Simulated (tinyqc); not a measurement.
## Series resistance and length offset from two lengths at two overdrives

Inverse problem. In strong inversion R W = Rsd + k(x)(L - dL), k(x) = (1 + th1 x)/(mu0 Cox x), x the overdrive, Cox = eps0 eox/tox, with Rsd and dL independent of x. Find dL, Rsd, mu0 and th1.

Inputs (values chosen for the exercise):
```
symbol  value  unit                                                                 meaning
eox       3.9        relative permittivity of the gate insulator (close to silicon dioxide)
tox       4.9    nm                                                     insulator thickness
```

Constants: eps0 = 8.8541878128e-14 F/cm where lengths are in cm. Results are converted to the units shown.

total resistance times width (ohm um):

|  | L = 0.11 um | L = 0.47 um |
|---|---|---|
| overdrive 0.45 V | 2904.48567 | 12266.3457 |
| overdrive 1.11 V | 1802.94875 | 6946.15672 |

Answer. At each overdrive R W is a straight line in L; the two lines cross at L = dL, R W = Rsd. Their slopes give k x = (1 + th1 x)/(mu0 Cox), a straight line in x.

dL = 0.0160 um
Rsd = 460 ohm um
mu0 = 160 cm^2/(V s)
th1 = 0.710 1/V

Numbers from tinyqc (`OMP_NUM_THREADS=1 python tinyqc.py 2210015 2210016 out.jsonl`; about 0.01 s on one thread of a shared Intel Xeon 2.30GHz).
